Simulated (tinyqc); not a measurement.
# Hot electrons in a saturated n-channel MOSFET, lucky-electron model: several studies

Beyond pinch-off the lateral field grows as Esat cosh(y/l) over the velocity-saturated region (pseudo-two-dimensional model). Impact ionisation in this region gives the substrate current, which biases the body forward through Rsub. Currents are per width. Local-field laws: they overstate ionisation when the field peak is narrower than an energy relaxation length.

Parameters, values chosen for the exercise; values close to those of silicon n-channel devices:

| symbol | value | unit | meaning |
|---|---|---|---|
| L | 0.35 | um | channel length |
| tox | 6.8 | nm | oxide thickness |
| xj | 100 | nm | junction depth |
| VT | 0.44 | V | threshold |
| mu | 330 | cm^2/(V s) | effective mobility |
| vs | 7.8e6 | cm/s | saturation velocity |
| Ai | 2e6 | 1/cm | ionisation prefactor |
| Bi | 1.69 | MV/cm | ionisation field |
| Rd | 0 | ohm um | resistance of the lightly doped drain |
| Rsub | 28000 | ohm um | substrate resistance |
| kb | 0.43 |  | fall of VT per volt of forward body bias |
| m | 3.2 |  | lifetime exponent |
| Hl | 27000 | s uA/um | lifetime constant |
| Vd | 2.2 | V | drain voltage |
| Vg | 1.2 | V | gate voltage |

Constants: eps0 = 8.8541878128e-14 F/cm where lengths are in cm. Results are converted to the units shown.

Each table varies one quantity; the others keep the values above.

## Effect of the junction depth

Cox = 3.9 eps0/tox, l = sqrt(3 tox xj), Esat = 2 vs/mu. Overdrive g = Vg - VT + kb Vb; Vdsat = g Esat L/(g + Esat L); Id = Cox vs (g - Vdsat); dV = Vd - Id Rd - Vdsat; Em = sqrt((dV/l)^2 + Esat^2); Isub = Id (Ai/Bi) l Em exp(-Bi/Em). Vb = Rsub Isub is solved self-consistently. Lifetime tau = (Hl/Id)(Isub/Id)^(-m); 1 year = 3.15576e7 s.

Results:

| xj (nm) | Id (uA/um) | Em (MV/cm) | Isub (uA/um) | Isub/Id | tau (years) |
|---|---|---|---|---|---|
| 40 | 127.75 | 0.56670 | 12.404 | 0.097095 | 0.011665 |
| 54 | 113.96 | 0.49610 | 7.3622 | 0.064603 | 0.048160 |
| 100 | 100.18 | 0.37217 | 2.1250 | 0.021212 | 1.9339 |
| 140 | 97.135 | 0.31678 | 0.93795 | 0.0096562 | 24.746 |
| 180 | 95.941 | 0.28069 | 0.46875 | 0.0048858 | 221.65 |
| 250 | 95.176 | 0.23971 | 0.16723 | 0.0017571 | 5893.7 |

Estimate the missing row, xj = 74 nm.

Computed row:

| xj (nm) | Id (uA/um) | Em (MV/cm) | Isub (uA/um) | Isub/Id | tau (years) |
|---|---|---|---|---|---|
| 74 | 105.15 | 0.42904 | 4.0382 | 0.038405 | 0.27568 |

With this row back in the table: As xj goes from 40 to 250 nm, Em falls from 0.567 to 0.240 MV/cm, Isub falls from 12.4 to 0.167 uA/um and tau rises from 0.0117 to 5890 years. From the first row to the last, log10(tau) changes by 5.7: 5.6 from (Isub/Id)^(-m), which holds Em and l, and 0.13 from 1/Id. At xj = 250 nm tau is a far extrapolation that only says that hot carriers are no limit.

## Effect of the gate voltage

Same model as above.

Effect of the gate voltage:

| Vg (V) | Id (uA/um) | Em (MV/cm) | Isub (uA/um) | Isub/Id | tau (years) |
|---|---|---|---|---|---|
| 0.59 | 5.183 | 0.4584 | 0.3181 | 0.06137 | 1.248 |
| 0.79 | 25.88 | 0.4238 | 1.087 | 0.04201 | 0.8407 |
| 0.99 | 57.97 | 0.3960 | 1.719 | 0.02965 | 1.144 |
| 1.19 | 98.01 | 0.3732 | 2.111 | 0.02154 | 1.882 |
| 1.4 | 146.3 | 0.3533 | 2.312 | 0.01580 | 3.396 |
| 1.6 | 196.8 | 0.3373 | 2.365 | 0.01202 | 6.063 |
| 1.8 | 250.8 | 0.3234 | 2.333 | 0.009301 | 10.80 |
| 2 | 307.8 | 0.3113 | 2.250 | 0.007309 | 19.04 |
| 2.2 | 367.1 | 0.3007 | 2.138 | 0.005822 | 33.05 |

As Vg goes from 0.59 to 2.2 V, Em falls from 0.458 to 0.301 MV/cm, Isub goes from 0.318 through a maximum of 2.37 (at Vg = 1.6 V among the rows listed) to 2.14 uA/um and tau goes from 1.25 through a minimum of 0.841 (at Vg = 0.79 V among the rows listed) to 33.0 years. Id grows with Vg while the rising Vdsat lowers the field, hence the bell shape; the peak row has Vg/Vd = 0.73.

## Effect of the oxide thickness

Same model as above.

Effect of the oxide thickness:

| tox (nm) | Id (uA/um) | Em (MV/cm) | Isub (uA/um) | Isub/Id | tau (years) |
|---|---|---|---|---|---|
| 3.8 | 231.8 | 0.4792 | 13.05 | 0.05628 | 0.03681 |
| 4.7 | 162.8 | 0.4398 | 6.821 | 0.04190 | 0.1348 |
| 5.8 | 121.8 | 0.4006 | 3.546 | 0.02912 | 0.5772 |
| 7.2 | 93.72 | 0.3623 | 1.759 | 0.01877 | 3.056 |
| 8.9 | 74.05 | 0.3275 | 0.8508 | 0.01149 | 18.61 |
| 11 | 59.19 | 0.2957 | 0.3924 | 0.006629 | 135.3 |
| 14 | 46.21 | 0.2633 | 0.1520 | 0.003290 | 1632 |

As tox goes from 3.8 to 14 nm, Em falls from 0.479 to 0.263 MV/cm, Isub falls from 13.0 to 0.152 uA/um and tau rises from 0.0368 to 1630 years. From the first row to the last, log10(tau) changes by 4.6: 3.9 from (Isub/Id)^(-m), which holds Em and l, and 0.70 from 1/Id. At tox = 14 nm tau is a far extrapolation that only says that hot carriers are no limit.

tinyqc, about 0.01 s, one thread, Intel Xeon 2.30GHz (shared host): `OMP_NUM_THREADS=1 python tinyqc.py 2550057 2550058 out.jsonl`
